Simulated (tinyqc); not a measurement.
Spectrum around the optical phonon: single-oscillator infrared dielectric function of a polar cubic crystal. Computed by tinyqc, a small Python program. Command: `OMP_NUM_THREADS=1 python tinyqc.py 3002491 3002492 out.jsonl infrared walk`. One thread of a shared host (Intel(R) Xeon(R) Processor @ 2.30GHz), about 0.01 s of CPU time with the checks.

One ion pair, charges +Z* and -Z*, in a cell of volume Omega = a^3/4. Frequencies omega are given as wavenumbers (1/cm); eps_s is the static dielectric constant.

Inputs (values chosen for the exercise, modelled on potassium chloride):

| quantity | value | unit |
|---|---|---|
| lattice constant a | 6.29 | angstrom |
| mass M_A | 39.1 | u |
| mass M_B | 35.45 | u |
| omega_TO | 139 | 1/cm |
| Born charge Z* | 1.17 | e |
| eps_inf | 2.13 | - |
| phonon damping gamma | 4.2 | 1/cm |

Structure: rock salt. Free carriers: absent.

Constants: nu for 1 eV/(angstrom^2 u) = 15.6333042 THz; 1 THz = 33.35640952 1/cm; e^2/(4 pi eps_0) = 14.39964548 eV angstrom.

Method:
- mu = M_A M_B/(M_A + M_B); ionic plasma term W^2 = 4 pi Z*^2 (e^2/(4 pi eps_0))/(Omega mu) in eV/(angstrom^2 u), turned into 1/cm by W = 15.6333042 x 33.35640952 x sqrt(W^2); omega_LO^2 = omega_TO^2 + W^2/eps_inf; eps_s = eps_inf + W^2/omega_TO^2; Szigeti charge 3 Z*/(eps_inf + 2); longitudinal (Callen) charge Z*/eps_inf.
- eps(omega) = eps_inf + W^2/(omega_TO^2 - omega^2 - i gamma omega); n + i k = sqrt(eps) with k >= 0; R = |(n + i k - 1)/(n + i k + 1)|^2 at normal incidence from vacuum.
- The loss function is Im(-1/eps).

omega_LO = 216.008 1/cm

W = 241.312 1/cm

Spectrum:

| omega (1/cm) | Re eps | Im eps | R | Im(-1/eps) |
|---|---|---|---|---|
| 69.5 | 6.1469 | 0.080916 | 0.18080 | 0.0021412 |
| 118 | 12.829 | 0.98251 | 0.31841 | 0.0059345 |
| 135 | 44.043 | 21.683 | 0.57176 | 0.0089973 |
| 139 | 2.13 | 99.745 | 0.75182 | 0.010021 |
| 158 | -8.0484 | 1.1970 | 0.91195 | 0.018078 |
| 178 | -2.5630 | 0.28379 | 0.90574 | 0.042679 |
| 201 | -0.62797 | 0.11045 | 0.84368 | 0.27168 |
| 216 | 0.0020615 | 0.070622 | 0.47473 | 14.148 |
| 220 | 0.12950 | 0.063567 | 0.21458 | 3.0545 |
| 229 | 0.37329 | 0.051015 | 0.058417 | 0.35939 |
| 248 | 0.75040 | 0.034066 | 0.0052279 | 0.060373 |
| 324 | 1.4503 | 0.010798 | 0.0085947 | 0.0051330 |
| 540 | 1.9161 | 0.0017813 | 0.025973 | 4.8516e-04 |

R peaks among these rows at 158 per cm with 0.91 and is lowest, 0.005, at 248; far above omega_LO it tends to ((sqrt(eps_inf) - 1)/(sqrt(eps_inf) + 1))^2 = 0.035. Im eps is largest at 139 and the loss function at 216: absorption marks the TO mode and the loss function the LO mode. Re eps is negative in some rows, where R averages 0.89.

Extremes, crossings and ranges named in words are read from the listed rows.
